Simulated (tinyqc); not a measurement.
# Schottky barrier on an n-type semiconductor, non-linear Poisson equation by Newton steps: two studies

One dimension, metal at x = 0, donor density C(x) = Nd, uniform. Energies are counted from the electron Fermi level of the semiconductor and the conduction-band edge is Ec = -psi, so n = Nc exp(psi/Vt); holes follow the Fermi level of the metal, at -V, so p = Nv exp((V - psi - Eg)/Vt). Ends: psi(0) = V - phiB and psi = Vt ln(Nd/Nc) deep inside. Boltzmann statistics, full ionisation, no current, no image force in the Poisson equation.

Parameters, values chosen for the exercise; band and dielectric values close to those of silicon:
```
symbol    value   unit                                      meaning
T           350      K                                  temperature
Eg         1.13     eV                                     band gap
eps_r      11.6                               relative permittivity
Nc      3.49e19  cm^-3       conduction-band density of states at T
Nv      3.31e19  cm^-3          valence-band density of states at T
Nd       1.5e18  cm^-3      donor density deep in the semiconductor
phiB       0.75     eV                               barrier height
V          0.24      V  bias of the metal against the semiconductor
```

Constants: q = 1.602176634e-19 C, kB = 1.380649e-23 J/K, Vt = kB T/q, eps0 = 8.8541878128e-14 F/cm where lengths are in cm. Results are converted to the units shown.

Each table varies one quantity; the others keep the values above.

## Capacitance-voltage profiling

The Poisson equation d/dx(eps0 eps_r dpsi/dx) = -q (p - n + C) is solved on a mesh of about 1000 nodes or more that ends in neutral material. C_s = q d/dV of the integral of n over x, from the linearised equation. Probed depth w = eps0 eps_r/C_s; apparent doping N_app = C_s^3/(q eps0 eps_r dC_s/dV), the derivative by central differences over +/- 0.02 V.

The same in every row: true C(w) (cm^-3) = 1.500e18.

Capacitance-voltage profiling:

| V (V) | C_s (nF/cm^2) | w (nm) | N_app (cm^-3) | \|E_0\| (kV/cm) |
|---|---|---|---|---|
| 0 | 444.4 | 23.11 | 1.499e18 | 540.8 |
| -0.8 | 294.3 | 34.90 | 1.500e18 | 816.6 |
| -1.6 | 235.5 | 43.61 | 1.500e18 | 1020 |
| -2.4 | 202.0 | 50.85 | 1.500e18 | 1190 |
| -3.2 | 179.6 | 57.18 | 1.500e18 | 1338 |
| -4 | 163.4 | 62.87 | 1.500e18 | 1471 |
| -4.8 | 150.8 | 68.09 | 1.500e18 | 1593 |
| -5.6 | 140.8 | 72.94 | 1.500e18 | 1707 |
| -6.4 | 132.5 | 77.49 | 1.500e18 | 1813 |
| -7.2 | 125.6 | 81.78 | 1.500e18 | 1914 |
| -8 | 119.6 | 85.86 | 1.500e18 | 2009 |

What does the table show?

C_s falls from 444 to 120 nF/cm^2 while the probed depth goes from 23.1 to 85.9 nm. The apparent doping stays near 1.50e18 cm^-3. It departs most from the true doping at that depth for V = 0 V, where it is 0.064 % below it; so the doping is read well over the depths probed, the small gap being the error of the finite difference in V. For V = -0.8, -1.6, -2.4, -3.2, -4, -4.8, -5.6, -6.4, -7.2, -8 the field at the metal is high enough for tunnelling or breakdown, which would limit the profiling.

## Effect of the donor density deep in the semiconductor

First integral for uniform doping: E_0^2 = (2 q/(eps0 eps_r)) [Nd (U - Vt + Vt exp(-U/Vt)) + Vt p_0], U = Vbi - V, Vbi = phiB - Vt ln(Nc/Nd), p_0 = Nv exp((phiB - Eg)/Vt) (deep holes neglected). Image-force lowering dphi = sqrt(q E_0/(4 pi eps0 eps_r)), at x_m = sqrt(q/(16 pi eps0 eps_r E_0)). W = sqrt(2 eps0 eps_r U/(q Nd)).

Results:

| Nd (cm^-3) | Vbi (V) | W (nm) | E_0 (kV/cm) | dphi (mV) | exp(dphi/Vt) | p_0/Nd |
|---|---|---|---|---|---|---|
| 1e15 | 0.4345 | 499.4 | 7.235 | 9.477 | 1.369 | 0.1117 |
| 3.5e15 | 0.4723 | 291.7 | 14.89 | 13.60 | 1.570 | 0.03192 |
| 4.4e16 | 0.5486 | 94.83 | 61.84 | 27.71 | 2.506 | 0.002539 |
| 1.6e17 | 0.5876 | 52.78 | 125.9 | 39.53 | 3.709 | 6.982e-4 |
| 5.6e17 | 0.6254 | 29.70 | 249.1 | 55.61 | 6.320 | 1.995e-4 |
| 2e18 | 0.6638 | 16.48 | 495.6 | 78.43 | 13.47 | 5.585e-5 |
| 7e18 | 0.7015 | 9.194 | 970.6 | 109.8 | 38.07 | 1.596e-5 |

Estimate the missing row, Nd = 1.3e16 cm^-3.

Computed row:

| Nd (cm^-3) | Vbi (V) | W (nm) | E_0 (kV/cm) | dphi (mV) | exp(dphi/Vt) | p_0/Nd |
|---|---|---|---|---|---|---|
| 1.3e16 | 0.5119 | 163.7 | 31.33 | 19.72 | 1.923 | 0.008593 |

With this row back in the table: As Nd goes from 1e15 to 7e18, the surface field rises from 7.23 to 971 kV/cm, the lowering rises from 9.48 to 110 mV and W falls from 499 to 9.19 nm. Over the table the lowering goes as Nd^(0.28); the depletion formulas give 1/4 at fixed Vbi. For Nd = 7e18 the field exceeds 600 kV/cm, where tunnelling through the top of the barrier adds to any current.

tinyqc, about 0.07 s, one thread, Intel Xeon 2.30GHz (shared host): `OMP_NUM_THREADS=1 python tinyqc.py 2020146 2020147 out.jsonl`
